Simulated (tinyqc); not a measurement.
Level and width from two currents at zero temperature.

Question. In a resonant-tunnelling diode at zero temperature a sharp resonance at Er = E0 - alpha V between the emitter band edge and Ef carries J = K (pi/2) G Tp (Ef - Er), K = q^3 mw m0/(2 pi^2 hbar^3) (times 1e-4 for A/cm^2 per eV^2), with G its full width and Tp its peak transmission, G Tp taken as constant, and no back flow. Find G Tp and E0.

Parameters, values chosen for the exercise; masses and offsets close to those of InGaAs wells and AlAs barriers: mass in the well, spacer and contacts mw = 0.042 m0; Fermi energy of both contacts above their band edges Ef = 0.17 eV; share of the bias at the well alpha = 0.31.

Constants: q = 1.602176634e-19 C, hbar = 1.054571817e-34 J s, m0 = 9.1093837015e-31 kg. Results are converted to the units shown.

J at V = 0.26 and 0.65 V (kA/cm^2): 129.81409  824.26204

Solution. J is linear in V: the slope gives G Tp, and the onset V0, where the line meets zero, gives E0 = Ef + alpha V0.

G Tp = 5.38 meV
E0 = 0.228 eV

Program tinyqc, `OMP_NUM_THREADS=1 python tinyqc.py 2600010 2600011 out.jsonl`; Intel Xeon 2.30GHz, shared host, one thread, about 0.4 s.
